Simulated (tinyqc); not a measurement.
Four-point probe on a layer of finite thickness.

Four collinear probes with spacing s on a wide layer of thickness w over an insulator: V/I = (rho/(2 pi s)) S, S = 1 + 4 sum_(k>=1) {[1 + (2 k w/s)^2]^(-1/2) - [4 + (2 k w/s)^2]^(-1/2)}. Thin-film reading rho = (pi/ln 2) w V/I times the factor F1 = 2 ln 2/((w/s) S); bulk reading rho = 2 pi s V/I times 1/S; closed estimate F1 = ln 2/ln[sinh(w/s)/sinh(w/(2 s))]. x = w/s.

Results:
```
x	S	F1	1/S	estimate of F1
0.1	13.86	1.000	0.07213	0.9982
0.2	6.931	1.000	0.1443	0.9929
0.3	4.621	1.000	0.2164	0.9841
0.4	3.467	0.9995	0.2884	0.9721
0.8	1.793	0.9662	0.5576	0.8989
1	1.504	0.9215	0.6647	0.8523
1.5	1.197	0.7719	0.8352	0.7285
2	1.094	0.6337	0.9142	0.6151
3	1.031	0.4484	0.9703	0.4476
5	1.007	0.2753	0.9931	0.2765
```

Estimate the missing row, x = 0.6.

Computed row:
```
x	S	F1	1/S	estimate of F1
0.6	2.330	0.9918	0.4293	0.9399
```

With this row back in the table: F1 falls from 1.000 to 0.275 while 1/S rises from 0.0721 to 0.993. Among the rows the thin-film formula is good to 1 % up to w/s = 0.6 and the bulk formula from w/s = 5 on. The closed estimate is within 7.6 % of the series.

Numbers from tinyqc (`OMP_NUM_THREADS=1 python tinyqc.py 2850192 2850193 out.jsonl`; about 0.05 s on one thread of a shared Intel Xeon 2.30GHz).
